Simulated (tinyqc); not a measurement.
Worked calculation: exchange-only LDA atom on a uniform radial grid, spin-unpolarised, for F+. Computed by tinyqc, a small Python program that keeps every step. Settings: Z = 9, points = 256, R = 9.5, functional = Slater exchange alone, mixing = 0.4, iteration cap = 65. Command: `OMP_NUM_THREADS=1 python tinyqc.py 27252 27253 out.jsonl` (the two numbers bound the seeds that draw the settings). One thread of a shared host (Intel(R) Xeon(R) Processor @ 2.60GHz), about 1 s of CPU time with the checks.

Spherical atom on a uniform radial grid r_j = j h with h = R/(N + 1), h sum u^2 = 1 and integrals as h times sums, u(0) = u(R) = 0 (atomic units):

| parameter | value |
|---|---|
| Z | 9 |
| points N | 256 |
| R | 9.500000 |
| h | 0.036965 |
| mixing | 0.400000 |
| electrons in 1s | 2 |
| electrons in 2s | 2 |
| electrons in 2p | 4 |

Three-point differences turn -u''/2 + [l(l+1)/2r^2 - Z/r + V] u = e u into a tridiagonal matrix (diagonal 1/h^2 + potential, off-diagonal -1/2h^2). D = sum f u^2; the Hartree potential y/r solves y'' = -D/r with y(0) = 0, y(R) = N_e; v_xc comes from rho = D/(4 pi r^2); E = sum f e - int D V + int D (V_H/2 + eps_xc); V(new) = V + mixing (V_H + v_xc - V).

Stop when input and output potentials agree to 1e-7.

Course of the cycle (hartree):

| iteration | E | e(1s) | e(2s) | e(2p) | largest \|V(out) - V(in)\| |
|---|---|---|---|---|---|
| 1 | -87.309376 | -39.4374 | -10.0559 | -10.1487 | 2.43e+01 |
| 2 | -93.078172 | -31.3918 | -5.8466 | -5.4293 | 1.21e+01 |
| 3 | -95.039756 | -27.3743 | -3.7473 | -3.1569 | 5.69e+00 |
| 4 | -95.553043 | -25.4823 | -2.7068 | -2.0710 | 2.57e+00 |
| 5 | -95.653118 | -24.6361 | -2.1929 | -1.5501 | 1.15e+00 |
| 6 | -95.668647 | -24.2631 | -1.9353 | -1.2940 | 5.37e-01 |
| 7 | -95.671033 | -24.0918 | -1.8012 | -1.1623 | 2.70e-01 |
| 8 | -95.671515 | -24.0070 | -1.7281 | -1.0912 | 1.45e-01 |
| 9 | -95.671650 | -23.9618 | -1.6869 | -1.0512 | 8.13e-02 |
| 10 | -95.671694 | -23.9365 | -1.6631 | -1.0282 | 4.69e-02 |
| 11 | -95.671709 | -23.9218 | -1.6493 | -1.0148 | 2.74e-02 |
| ... | ... | ... | ... | ... | ... |
| 25 | -95.671717 | -23.9005 | -1.6294 | -0.9955 | 1.83e-05 |
| 26 | -95.671717 | -23.9005 | -1.6294 | -0.9955 | 1.08e-05 |
| 27 | -95.671717 | -23.9005 | -1.6294 | -0.9955 | 6.44e-06 |
| 28 | -95.671717 | -23.9005 | -1.6294 | -0.9955 | 3.82e-06 |
| 29 | -95.671717 | -23.9005 | -1.6294 | -0.9955 | 2.27e-06 |
| 30 | -95.671717 | -23.9005 | -1.6294 | -0.9955 | 1.34e-06 |
| 31 | -95.671717 | -23.9005 | -1.6294 | -0.9955 | 7.98e-07 |
| 32 | -95.671717 | -23.9005 | -1.6294 | -0.9955 | 4.73e-07 |
| 33 | -95.671717 | -23.9005 | -1.6294 | -0.9955 | 2.80e-07 |
| 34 | -95.671717 | -23.9005 | -1.6294 | -0.9955 | 1.66e-07 |
| 35 | -95.671717 | -23.9005 | -1.6294 | -0.9955 | 9.86e-08 |

Can the last value be used, and what does the course show?

As the converged value on this grid, yes; not as the energy of the atom. Converged in 35 iterations. A uniform grid resolves the cusp poorly: for a bare nucleus this grid gives 1s at -39.43741 against -Z^2/2 = -40.5 hartree. Before convergence this energy mixes input and output and is not variational, so it may rise towards its limit.
